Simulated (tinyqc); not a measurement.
Temperature series and Richardson plot: current of a Schottky diode by thermionic-emission-diffusion theory, and its read-back from I-V-T and C-V data. Computed by tinyqc, a small Python program. Command: `OMP_NUM_THREADS=1 python tinyqc.py 3015346 3015347 out.jsonl schottky walk`. One thread of a shared host (Intel(R) Xeon(R) Processor @ 2.30GHz), about 0.01 s of CPU time with the checks.

Full ionisation, no tunnelling, no recombination current. V is the voltage across the junction itself, forward positive.

Inputs (values chosen for the exercise, modelled on n-type GaAs):

| quantity | value | unit |
|---|---|---|
| Richardson constant A* | 8.41 | A/(cm^2 K^2) |
| effective density of states at 300 K, N_c | 4.7e+17 | 1/cm^3 |
| permittivity eps | 12.9 | - |
| mobility mu | 7400 | cm^2/(V s) |
| barrier without image force phi_0 | 0.908 | eV |
| doping N | 1.1e+16 | 1/cm^3 |
| junction voltage V | 0.39 | V |

Barrier: uniform.

Constants: k_B = 8.617333262e-05 eV/K; e = 1.602176634e-19 C; eps_0 = 8.8541878128e-12 F/m.

Method:
- N_c(T) = N_c (T/300 K)^(3/2); V_bi = phi_0 - (k_B T/e) ln(N_c(T)/N); surface field F = sqrt(2 e N (V_bi - V - k_B T/e)/(eps eps_0)); image lowering d_phi = sqrt(e F/(4 pi eps eps_0)); effective barrier phi = phi_0 - d_phi.
- Collection velocity v_R = A* T^2/(e N_c(T)); diffusion velocity v_D = mu F; J = e N_c(T) v_R/(1 + v_R/v_D) exp(-phi/k_B T) [exp(e V/k_B T) - 1].
- Ideality n = (e/k_B T)/(d ln J/dV) by a central difference of +/- 1 mV; J_0 = J exp(-e V/(n k_B T)); apparent barrier phi_IV = k_B T ln(A* T^2/J_0); a C-V plot gives phi_CV = phi_0, the mean without lowering.
- A least-squares line of ln(J_0/T^2) against 1/(k_B T) gives a barrier (minus the slope) and a Richardson constant (exp of the intercept).

At the same junction voltage:

| T (K) | 1/k_B T (1/eV) | n | J_0 (A/cm^2) | phi_IV (eV) | ln(J_0/T^2) |
|---|---|---|---|---|---|
| 200 | 58.023 | 1.0121 | 1.8362e-17 | 0.88349 | -49.133 |
| 250 | 46.418 | 1.0129 | 8.0583e-13 | 0.88369 | -38.890 |
| 300 | 38.682 | 1.0139 | 1.0722e-09 | 0.88389 | -32.061 |
| 350 | 33.156 | 1.0151 | 1.9171e-07 | 0.88409 | -27.183 |
| 400 | 29.011 | 1.0166 | 9.7231e-06 | 0.88425 | -23.524 |
| 450 | 25.788 | 1.0185 | 2.1213e-04 | 0.88438 | -20.677 |

barrier from the Richardson plot = 0.88275 eV

Richardson constant from the plot = 8.0530 A/(cm^2 K^2)

What does the comparison show, and why?

From 200 to 450 K n goes from 1.012 to 1.018 and phi_IV from 0.883 to 0.884 eV. The plot returns 0.883 eV against phi_0 = 0.908 and a constant 0.958 times the true A*.

Extremes, crossings and ranges named in words are read from the listed rows.
